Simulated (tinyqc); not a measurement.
Off-state leakage of single and stacked transistors: course of the iteration.

n-channel devices of unit width. Subthreshold current I(Vg, Vs, Vd) = I0 (T/300 K)^0.5 exp[(Vg - Vs - VT(T) - gb (Vs - Vb) + dd (Vd - Vs))/(nf Vt)] (1 - exp(-(Vd - Vs)/Vt)), VT(T) = VT - cT (T - 300 K). Gate-edge tunnelling Ig (Vd/1 V) exp(ag (Vd - 1 V)), for a gate at 0 V, and band-to-band leakage Ab u exp(-Bb/u), u = Vd - Vb + 1 V, flow at a drain held at V; both are taken as independent of T. In a stack of off transistors (all gates at 0 V) the same subthreshold current passes through each.

Start: Vx = dd V/(1 + gb + 2 dd), the solution for Vx well above Vt, rounded to three decimals.

Stack of two, Vx the node between them: I_low = I(0, 0, Vx), I_up = I(0, Vx, V), f = ln(I_up/I_low), f' = -(1 + gb + 2 dd)/(nf Vt) - 1/(Vt (exp(Vx/Vt) - 1)) - 1/(Vt (exp((V - Vx)/Vt) - 1)), Vx(new) = Vx - f/f'.

Stop when the step is below 1e-11 V, or after 40 iterations.

Values chosen for this exercise; values of the order met in bulk silicon logic transistors: temperature T = 378 K; supply voltage V = 1.1 V; threshold at 300 K, zero drain and body bias VT = 0.34 V; fall of the threshold with temperature cT = 0.9 mV/K; current at threshold at 300 K I0 = 0.18 uA/um; slope factor nf = 1.29; drain-induced lowering per volt dd = 0.11; rise of the threshold per volt of source-body bias gb = 0.09; body voltage Vb = 0 V.

Constants: q = 1.602176634e-19 C, kB = 1.380649e-23 J/K, Vt = kB T/q. Results are converted to the units shown.

Course of the iteration:
```
iteration  Vx before the step (V)  step (V)
1                           0.092   2.19e-3
2                       0.0941926   4.49e-6
3                       0.0941971  1.79e-11
4                       0.0941971   < 1e-15
```

Did this iteration meet its convergence test, and what does its course show?

Yes. Converged in 4 iterations. The subthreshold current of the stack is 0.3974 nA/um, 14.7 times less than that of one transistor (the drain leakage is unchanged); the estimate exp[dd V (1 + gb + dd)/((1 + gb + 2 dd) nf Vt)] gives 14.0.

Computed by the program tinyqc: `OMP_NUM_THREADS=1 python tinyqc.py 2242118 2242119 out.jsonl`, one thread of a shared Intel Xeon 2.30GHz, about 0.04 s for the whole run.
